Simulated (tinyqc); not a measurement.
Gas flow in a process chamber: flow regimes, conductance, effective pumping speed, pump-down, outgassing and purge: one step, computed by the program tinyqc. Command: `OMP_NUM_THREADS=1 python tinyqc.py 3120626 3120627 out.jsonl pump walk`. One thread of a shared host (Intel(R) Xeon(R) Processor @ 2.30GHz), about 0.08 s of CPU time with the checks.

Ideal gas, isothermal flow, a pump of constant speed at the end of a round pipe; process gas, volume gas and outgassing are given the same properties. 1 sccm = 101325 Pa x 1e-6 m^3/60 s x T/273.15 K.

Problem. Purging a well-mixed chamber. With steady flow a contaminant decays as exp(-t/residence time); gas used = flow x time.

Inputs (values chosen for the exercise, modelled on hydrogen near room temperature): temperature T = 350 K; process gas flow = 130 sccm.

residence time = 2.461956 s

Give: time to dilute 1e3 times; time to dilute 1e6 times; gas used for 1e6.

Solution.

time to dilute 1e3 times = 17.007 s

time to dilute 1e6 times = 34.013 s

gas used for 1e6 = 73.695 standard cm^3
